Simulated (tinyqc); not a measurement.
Worked calculation: Jacobi rotations on a symmetric matrix. One step of it, computed by the program tinyqc.

Task: Jacobi rotation 1. Take the largest off-diagonal element A_pq; tan 2 theta = 2 A_pq / (A_qq - A_pp) with |theta| <= pi/4; A' = J^T A J with J_pp = J_qq = cos, J_pq = sin, J_qp = -sin.

A:
```
[[0.059000, -0.106000, -0.111000, 0.006000, 0.257000, -0.016000],
 [-0.106000, 0.316000, -0.237000, 0.136000, 0.281000, 0.050000],
 [-0.111000, -0.237000, 1.578000, -0.064000, -0.074000, 0.027000],
 [0.006000, 0.136000, -0.064000, 2.096000, 0.266000, -0.269000],
 [0.257000, 0.281000, -0.074000, 0.266000, 2.444000, -0.452000],
 [-0.016000, 0.050000, 0.027000, -0.269000, -0.452000, 3.186000]]
```

Give: p, q, theta; A'.

Result:

p, q, theta (rad): [5.000, 6.000, -0.442]

A':
```
[[0.059, -0.106, -0.111, 0.006, 0.225, -0.124],
 [-0.106, 0.316, -0.237, 0.136, 0.275, -0.075],
 [-0.111, -0.237, 1.578, -0.064, -0.055, 0.056],
 [0.006, 0.136, -0.064, 2.096, 0.125, -0.357],
 [0.225, 0.275, -0.055, 0.125, 2.230, 0.000],
 [-0.124, -0.075, 0.056, -0.357, 0.000, 3.400]]
```
